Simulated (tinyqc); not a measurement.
MOS capacitor on a p-type substrate, surface potential from the exact charge relation: two steps of the calculation.

Uniform p-type substrate, Boltzmann statistics, full ionisation, classical densities. psi is the surface potential against the body (positive when the bands bend down) and u = psi/Vt. Traps are spread evenly over the gap and neutral at flat band, so their charge is -q Dit psi; the minority quasi-Fermi level is shifted by Vb.

Inputs (values chosen for the exercise); band and dielectric values close to those of gallium nitride:
- T = 250 K (temperature)
- Eg = 3.44 eV (band gap)
- eps_r = 9.67 (relative permittivity)
- Nc = 1.72e18 cm^-3 (conduction-band density of states at T)
- Nv = 3.43e19 cm^-3 (valence-band density of states at T)
- chi = 4.16 eV (electron affinity)
- N = 2e15 cm^-3 (acceptor density of the substrate)
- eox = 3.9 (relative permittivity of the gate insulator (close to silicon dioxide))
- tox = 7.6 nm (insulator thickness)
- phiM = 5.39 eV (gate work function)
- Nf = -1.5e11 cm^-2 (fixed charge at the interface, in units of q)
- Dit = 0 cm^-2 eV^-1 (density of interface traps)
- Vb = 0 V (reverse bias of the inversion layer against the body)
- Vg = 2.03 V (gate voltage against the body)

Constants: q = 1.602176634e-19 C, kB = 1.380649e-23 J/K, Vt = kB T/q, eps0 = 8.8541878128e-14 F/cm where lengths are in cm. Results are converted to the units shown.

Question 1. Flat band, threshold and scales. ni = sqrt(Nc Nv) exp(-Eg/(2 Vt)), Eg in volts; phiF = Vt ln(N/ni); Cox = eps0 eox/tox; Vfb = phiM - chi - (Eg - Vt ln(Nv/N)) - q Nf/Cox; Q0 = sqrt(2 eps0 eps_r q N Vt); r = (ni/N)^2 exp(-Vb/Vt); VT = Vfb + [(2 phiF + Vb)(1 + q Dit/Cox) + sqrt(2 eps0 eps_r q N (2 phiF + Vb))/Cox].

Wanted: ni; phiF; Cox; Vfb; Q0; r; VT.

Answer 1.

ni = 1.6283e-16 cm^-3
phiF = 1.5422 V
Cox = 0.45436 uF/cm^2
Vfb = -1.9471 V
Q0 = 3.4382 nC/cm^2
r = 6.6285e-63
VT = 1.2279 V

Question 2. Newton step for the surface potential. u = psi/Vt; F^2 = exp(-u) + u - 1 + r (exp(u) - u - 1); Qs = -sign(u) Q0 F; Cs = -dQs/dpsi = (Q0/Vt) |1 - exp(-u) + r (exp(u) - 1)|/(2 F). f = Vfb + psi + (q Dit psi - Qs)/Cox - Vg, f' = 1 + (Cs + q Dit)/Cox, psi(new) = psi - f/f'.

psi at the start = 0.021543333 V
Cox = 0.45435964 uF/cm^2
Vfb = -1.9470644 V
Q0 = 3.4381850 nC/cm^2
r = 6.6284921e-63

Find: u; F; Qs; Cs; f; f'; psi after iteration 1.

Answer 2.

u = 1.000
F = 0.6065
Qs = -2.085 nC/cm^2
Cs = 0.08316 uF/cm^2
f = -3.951 V
f' = 1.183
psi after iteration 1 = 3.361 V

Program tinyqc, `OMP_NUM_THREADS=1 python tinyqc.py 2060012 2060013 out.jsonl`; Intel Xeon 2.30GHz, shared host, one thread, about 0.01 s.
